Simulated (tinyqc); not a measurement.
Inside a calculation. Method: Pariser-Parr-Pople SCF with singles CI, for the molecule C=Cc1cccc(Cl)c1 (SMILES; centres numbered as the heavy atoms are written). One step of it, computed by the program tinyqc.

Task: PPP integrals. Ohno: gamma = 14.399645/sqrt(R^2 + a^2), a = 2 x 14.399645/(gamma_rr + gamma_ss); H_rr = -W_r - sum_(s != r) z_s gamma_rs; H_rs = beta for bonds.

Centres (angstrom, eV; a flat drawing with bonds scaled to 1.40 angstrom):
```
centre          x          y  core charge z          W   gamma_rr
1C       2.878000  -1.051000              1  11.160000  11.130000
2C       2.281000   0.216000              1  11.160000  11.130000
3C       0.886000   0.332000              1  11.160000  11.130000
4C       0.289000   1.598000              1  11.160000  11.130000
5C      -1.106000   1.714000              1  11.160000  11.130000
6C      -1.904000   0.564000              1  11.160000  11.130000
7C      -1.307000  -0.702000              1  11.160000  11.130000
8Cl     -2.105000  -1.852000              2  26.000000  13.000000
9C       0.088000  -0.818000              1  11.160000  11.130000
```

Resonance integrals (eV):
```
i  j       beta
1  2  -2.540000
2  3  -2.540000
3  4  -2.540000
4  5  -2.540000
5  6  -2.540000
6  7  -2.540000
7  8  -1.690000
7  9  -2.540000
9  3  -2.540000
```

Give: repulsion gamma_rs; core matrix H.

Result:

repulsion gamma_rs (eV), order 1C, 2C, 3C, 4C, 5C, 6C, 7C, 8Cl, 9C:
```
[[11.1300, 7.5521, 5.2390, 3.6701, 2.8690, 2.7636, 3.2769, 2.7765, 4.6689],
 [7.5521, 11.1300, 7.5544, 5.2399, 3.6706, 3.2770, 3.6705, 2.8835, 5.2398],
 [5.2390, 7.5544, 11.1300, 7.5547, 5.2399, 4.6690, 5.2398, 3.7007, 7.5546],
 [3.6701, 5.2399, 7.5547, 11.1300, 7.5544, 5.2398, 4.6691, 3.2985, 5.2401],
 [2.8690, 3.6706, 5.2399, 7.5544, 11.1300, 7.5546, 5.2401, 3.7009, 4.6693],
 [2.7636, 3.2770, 4.6690, 5.2398, 7.5546, 11.1300, 7.5547, 5.3288, 5.2399],
 [3.2769, 3.6705, 5.2398, 4.6691, 5.2401, 7.5547, 11.1300, 7.8280, 7.5544],
 [2.7765, 2.8835, 3.7007, 3.2985, 3.7009, 5.3288, 7.8280, 13.0000, 5.3285],
 [4.6689, 5.2398, 7.5546, 5.2401, 4.6693, 5.2399, 7.5544, 5.3285, 11.1300]]
```

core matrix H (eV), order 1C, 2C, 3C, 4C, 5C, 6C, 7C, 8Cl, 9C:
```
[[-46.7525, -2.5400, 0.0000, 0.0000, 0.0000, 0.0000, 0.0000, 0.0000, 0.0000],
 [-2.5400, -53.1313, -2.5400, 0.0000, 0.0000, 0.0000, 0.0000, 0.0000, 0.0000],
 [0.0000, -2.5400, -61.6128, -2.5400, 0.0000, 0.0000, 0.0000, 0.0000, -2.5400],
 [0.0000, 0.0000, -2.5400, -56.9251, -2.5400, 0.0000, 0.0000, 0.0000, 0.0000],
 [0.0000, 0.0000, 0.0000, -2.5400, -55.3597, -2.5400, 0.0000, 0.0000, 0.0000],
 [0.0000, 0.0000, 0.0000, 0.0000, -2.5400, -58.1162, -2.5400, 0.0000, 0.0000],
 [0.0000, 0.0000, 0.0000, 0.0000, 0.0000, -2.5400, -64.0216, -1.6900, -2.5400],
 [0.0000, 0.0000, 0.0000, 0.0000, 0.0000, 0.0000, -1.6900, -60.8455, 0.0000],
 [0.0000, 0.0000, -2.5400, 0.0000, 0.0000, 0.0000, -2.5400, 0.0000, -61.9840]]
```
